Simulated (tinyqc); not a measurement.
Thermal and gravitational stress in a wafer during furnace and rapid thermal processing, and the onset of slip: one step, computed by the program tinyqc. Command: `OMP_NUM_THREADS=1 python tinyqc.py 3015926 3015927 out.jsonl slip walk`. One thread of a shared host (Intel(R) Xeon(R) Processor @ 2.30GHz), about 0.01 s of CPU time with the checks.

A thin free disc in plane stress, isotropic; T(r) = T_centre + dT (r/R)^n with n = 2. Stress is positive in tension; sigma_SB = 5.670374419e-8 W/(m^2 K^4), g = 9.80665 m/s^2.

Problem. Slip criterion. With x = r/R: s_rr = alpha E dT (1 - x^n)/(n + 2), s_tt = alpha E dT [1 - (n + 1) x^n]/(n + 2). Critical resolved stress tau_c = A exp(U/(k_B T)), a form chosen for the exercise; slip when 0.492799 |s_tt(R)| > tau_c; allowed |dT| = tau_c (n + 2)/(0.492799 n alpha E).

Inputs (values chosen for the exercise, for a model wafer): Young's modulus E = 140 GPa; expansion alpha = 4.48 1e-6/K; edge less centre temperature dT = -22 K; temperature T = 1200 K; prefactor A of the critical stress = 0.00028 MPa; energy U of the critical stress = 1 eV.

Temperature profile: parabolic.

hoop stress at the edge = 6.8992 MPa

Constants: k_B = 8.617333262e-05 eV/K.

Give: critical stress tau_c; resolved over critical stress; allowed |dT|.

Solution.

critical stress tau_c = 4.436 MPa

resolved over critical stress = 0.7665

allowed |dT| = 28.70 K

No slip; the margin is a factor 1.3.
